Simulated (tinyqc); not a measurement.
Inside a calculation. Model: lossy package transmission line with skin effect.

tinyqc, about 0.01 s, one thread, Intel Xeon 2.30GHz (shared host): `OMP_NUM_THREADS=1 python tinyqc.py 2810220 2810221 out.jsonl` Printed values are rounded.

A uniform line in a homogeneous dielectric: c = sqrt(er)/(c0 Z0), l = Z0 sqrt(er)/c0 (c0 = 299792458 m/s), g = w c td, w = 2 pi f. The resistance joins its limits as r = sqrt(r_dc^2 + r_hf^2), with r_dc = rho/(wd th), r_hf = kr rho/(2 delta (wd + th)), delta = sqrt(rho/(pi f mu0)), mu0 = 4 pi 1e-7 H/m; this is an interpolation, and internal inductance, up to 0.05 nH/mm at low frequency, is neglected.

Inputs (values chosen for the exercise): width of the strip wd = 55 um; thickness of the strip th = 9.7 um; resistivity rho = 2.9 uohm cm; relative permittivity er = 2.7; loss tangent td = 0.01; lossless impedance sqrt(l/c) Z0 = 50 ohm; factor for crowding and the return path kr = 2; length len = 10 mm; source resistance Rg = 25 ohm; load resistance RL = 1e5 ohm; load capacitance CL = 0 fF; frequency f = 4.8 GHz.

## Line constants

delta, r_dc, r_hf, r, l, c and g as defined.

delta = 1.237082 um
r_dc = 0.05435801 ohm/mm
r_hf = 0.3623224 ohm/mm
r = 0.3663773 ohm/mm
l = 0.2740509 nH/mm
c = 109.6203 pF/m
g = 0.03306072 S/m

r is 6.74 times r_dc; the skin depth is 0.128 of the thickness.

## Propagation constant and impedance

gamma = sqrt((r + i w l)(g + i w c)) = alpha + i beta, Zc = sqrt((r + i w l)/(g + i w c)), roots with positive real part; loss 8.685889638 alpha in dB; phase velocity w/beta.

gamma len = 0.044896+1.653279i
Zc = 50.01594-0.85784i ohm
loss = 0.03899643 dB/mm
phase velocity over c0 = 0.6084911
r/(w l) = 0.04432781

r is below w l; the low-loss estimate 8.686 (r/(2 Z0) + g Z0/2) gives 0.0390 dB/mm.

## Reflection, input impedance and transfer

ZL = 1/(1/RL + i w CL); reflection (ZL - Zc)/(ZL + Zc); Zin = Zc (ZL + Zc tanh(gamma len))/(Zc + ZL tanh(gamma len)); H = V_load/V_source = [Zin/(Zin + Rg)]/[cosh(gamma len) + (Zc/ZL) sinh(gamma len)].

ZL = (1.000000+0.000000i) x 1e5 ohm
reflection at the load = 0.9990002+0.0000171i
Zin = 2.355223+4.086659i ohm
H = -0.305268-1.786986i
|H| = 5.167347 dB
